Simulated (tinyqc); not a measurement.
# From projected life back to activation energy E_a

Model: time-dependent dielectric breakdown: cell percolation, Weibull statistics, area scaling and voltage extrapolation. Computed by tinyqc, a small Python program. Command: `OMP_NUM_THREADS=1 python tinyqc.py 3022427 3022428 out.jsonl tddb inv`. One thread of a shared host (Intel(R) Xeon(R) Processor @ 2.30GHz), about 0.02 s of CPU time with the checks.

The oxide is divided into columns of area a^2, each holding m = t_ox/a cells (m is taken as continuous). A share lambda(t) = (t/t_1)^alpha of the cells is defective, and a column whose cells are all defective breaks down.

Inputs (values chosen for the exercise, for a model gate oxide):

| quantity | value | unit |
|---|---|---|
| oxide thickness t_ox | 3.8 | nm |
| defect cell size a | 1.3 | nm |
| exponent alpha of defect growth | 0.84 | - |
| time t_1 at which the occupied share would reach 1 | 3.3e+07 | s |
| test area A | 10 | um^2 |
| product area A_u | 100000 | um^2 |
| stress voltage V | 4.3 | V |
| use voltage V_u | 2.8 | V |
| local exponent n = -d ln t/d ln V at the stress voltage | 38 | - |
| stress temperature T | 175 | C |
| use temperature T_u | 55 | C |
| allowed failure fraction F | 0.001 | - |

Voltage law used: power.

Constants: k_B = 8.617333262e-05 eV/K.

Method:
- Failure fraction F = 1 - (1 - lambda^m)^N with N = A/a^2 columns, which for small lambda^m is 1 - exp(-(t/t63)^beta) with beta = alpha m and t63 = t_1 N^(-1/beta); critical share lambda(t63) = N^(-1/m). 1 um^2 = 1e6 nm^2.
- All three voltage laws share the slope n at the stress voltage. Factor t(V_u)/t(V): E law exp(n (1 - V_u/V)); 1/E law exp(n (V/V_u - 1)); power law (V/V_u)^n.
- Temperatures in kelvin are T(C) + 273.15.
- Temperature factor exp[(E_a/k_B)(1/T_u - 1/T)]; area factor (A/A_u)^(1/beta); percentile factor (-ln(1 - F))^(1/beta); life = t63 x all four; 1 year = 3.15576e7 s.

Task: A run gave the result below. Find the activation energy E_a, known to lie between 0.61 and 1.1 eV.

projected life = 82960.43 years

Result:

Each step takes the trial c = (a f_b - b f_a)/(f_b - f_a), f being the result less the target and a, b, c the logarithms of the listed values; c replaces end b, the old b replaces a if the sign of f changed, and otherwise f_a is halved.

Scan of the range:

| activation energy E_a (eV) | projected life (years) |
|---|---|
| 0.610 | 9.97525e+03 |
| 0.673 | 1.81137e+04 |
| 0.742 | 3.48147e+04 |
| 0.819 | 7.21803e+04 |
| 0.904 | 1.61426e+05 |
| 0.997 | 3.89429e+05 |
| 1.100 | 1.03278e+06 |

False position (Illinois rule, in the logarithm of the input) inside the bracket:

| step | end a | end b | trial | projected life (years) |
|---|---|---|---|---|
| 1 | 0.819000 | 0.904000 | 0.828827 | 79219.5 |
| 2 | 0.904000 | 0.828827 | 0.832108 | 81719.3 |
| 3 | 0.904000 | 0.832108 | 0.834225 | 83374.1 |
| 4 | 0.832108 | 0.834225 | 0.833696 | 82956.9 |
| 5 | 0.834225 | 0.833696 | 0.833700 | 82960.4 |
| 6 | 0.834225 | 0.833700 | 0.833700 | 82960.4 |
| 7 | 0.833700 | 0.833700 | 0.833700 | 82960.4 |

Projected life rises at every point of a 13-point scan of the range (every second point is shown), so one value fits; it is bracketed by 0.819 and 0.904. Answer: activation energy E_a = 0.8337 eV.

Caution: t_1 is an input here; in a real oxide it changes with thickness at fixed voltage.
